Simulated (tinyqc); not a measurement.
RKS/exchange-only LDA in the sto-6g basis, for H2, spin multiplicity 1, step by step. One step of it, computed by the program tinyqc.

Question. Iteration 19 (converged): orbitals. Diagonalise F' = X^T F X, C = X C', fill 1 alpha and 1 beta electrons from the bottom; D = 2 C_occ C_occ^T. Each column has its largest component positive (the first on a tie).

converged F (hartree), order 1H 1s, 2H 1s:
$$\begin{pmatrix}
-0.073199 & -0.160406 \\
-0.160406 & -0.073180
\end{pmatrix}$$

X, order 1H 1s, 2H 1s:
$$\begin{pmatrix}
0.866117 & 0.612340 \\
-0.866117 & 0.612340
\end{pmatrix}$$

Give: F' = X^T F X; orbital energies; coefficients C; D after iteration 19.

Answer.

F' = X^T F X (hartree):
$$\begin{pmatrix}
0.131 & 0.000 \\
0.000 & -0.175
\end{pmatrix}$$

orbital energies (hartree): MO1 -0.175, MO2 0.131

coefficients C, order 1H 1s, 2H 1s:
$$\begin{pmatrix}
0.612 & -0.866 \\
0.612 & 0.866
\end{pmatrix}$$

D after iteration 19, order 1H 1s, 2H 1s:
$$\begin{pmatrix}
0.750 & 0.750 \\
0.750 & 0.750
\end{pmatrix}$$
